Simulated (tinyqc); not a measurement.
Inside a calculation. Method: sp3 tight binding, zinc-blende lattice. One step of it, computed by the program tinyqc.

Problem. Bloch Hamiltonian at X. Slater-Koster rules over the four bonds with direction cosines (l, m, n): ss V_ss; s-px l V_sp; px-s -l V_sp; px-px l^2 V_pps + (1 - l^2) V_ppp; px-py l m (V_pps - V_ppp); each times exp(i k.d).

Parameters chosen for this model: zinc-blende lattice, anion at 0, cation at a/4 (1,1,1); V = eta hbar^2 / (m d^2), hbar^2/m = 7.619964 eV angstrom^2:
```
parameter          value      unit
a               6.010000  angstrom
d               2.602406  angstrom
Es anion      -14.420000        eV
Ep anion       -7.910000        eV
Es cation     -14.420000        eV
Ep cation      -7.910000        eV
eta ss         -1.390000
eta sp          1.390000
eta pp sigma    3.220000
eta pp pi      -0.830000
V ss           -1.563931        eV
V sp            1.563931        eV
V pp sigma      3.622919        eV
V pp pi        -0.933858        eV
```

k point X (2 pi / a): 1  0  0

Give: H(k) at X.

Solution.

H(k) at X (eV):
```
                 a s            a px            a py            a pz
a s         -14.4200          0.0000          0.0000          0.0000
a px          0.0000         -7.9100          0.0000          0.0000
a py          0.0000          0.0000         -7.9100          0.0000
a pz          0.0000          0.0000          0.0000         -7.9100
c s           0.0000  0.0000+3.6117i          0.0000          0.0000
c px  0.0000-3.6117i          0.0000          0.0000          0.0000
c py          0.0000          0.0000          0.0000  0.0000-6.0757i
c pz          0.0000          0.0000  0.0000-6.0757i          0.0000

                 c s            c px            c py            c pz
a s           0.0000  0.0000+3.6117i          0.0000          0.0000
a px  0.0000-3.6117i          0.0000          0.0000          0.0000
a py          0.0000          0.0000          0.0000  0.0000+6.0757i
a pz          0.0000          0.0000  0.0000+6.0757i          0.0000
c s         -14.4200          0.0000          0.0000          0.0000
c px          0.0000         -7.9100          0.0000          0.0000
c py          0.0000          0.0000         -7.9100          0.0000
c pz          0.0000          0.0000          0.0000         -7.9100
```
